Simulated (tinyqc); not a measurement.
Drifting, spreading and decaying minority pulse (Haynes-Shockley), Crank-Nicolson time steps: two steps of the calculation.

Low injection in a uniform field: dn/dt = D d2n/dx2 - v dn/dx - n/tau with D = mu Vt and v = mu F towards +x. Exact solution on an infinite bar for a Gaussian start at x0: n = N0 exp(-t/tau) exp(-(x - x0 - v t)^2/(2 s^2))/sqrt(2 pi s^2), s^2 = s0^2 + 2 D t.

Inputs (values chosen for the exercise); mobility that of a made-up semiconductor:
- T = 350 K (temperature)
- mu = 163 cm^2/(V s) (minority-carrier mobility)
- F = 10 V/cm (sweep field along the drift)
- hx = 49 um (mesh step)
- tau = 5.7e-5 s (lifetime)
- dt = 4.2e-6 s (time step)

Constants: q = 1.602176634e-19 C, kB = 1.380649e-23 J/K, Vt = kB T/q. Results are converted to the units shown.

Question 1. Coefficients of the scheme. Exponentially fitted fluxes: d = F hx/Vt, B(d) = d/(exp(d) - 1), k = D dt/hx^2; (L n)_i = a n_(i-1) + b n_i + c n_(i+1) with a = k B(-d), c = k B(d), b = -a - c - dt/tau. Explicit steps keep n positive for dt up to 1/[(D/hx^2)(B(d) + B(-d)) + 1/tau].

Find: D; v; d; a; b; c; positivity limit of dt.

Answer 1.

D = 4.9162 cm^2/s
v = 1630.0 cm/s
d = 1.6246
a = 1.7399
b = -2.1563
c = 0.34273
positivity limit of dt = 1.9478e-6 s

Question 2. Densities after a time step. (L n)_i = a n_(i-1) + b n_i + c n_(i+1), n = 0 beyond the ends. Crank-Nicolson step: solve n(new) - L n(new)/2 = n + L n/2.

a = 1.7398694
b = -2.1562801
c = 0.34272651
n at t = 1 dt, node 1 to 10 (in units of 1e12 cm^-3): 0.1666110  0.6305058  1.5641832  3.2104289  4.6619431  4.1563053  2.4490179  1.1517159  0.5048536  0.2114868

Give: n at t = 2 dt.

Answer 2.

n at t = 2 dt, node 1 to 10 (in units of 1e12 cm^-3): 0.0672  0.2604  0.6947  1.4046  2.3683  3.2623  3.3183  2.5461  1.6191  0.8812

tinyqc, about 0.01 s, one thread, Intel Xeon 2.30GHz (shared host): `OMP_NUM_THREADS=1 python tinyqc.py 2310022 2310023 out.jsonl`
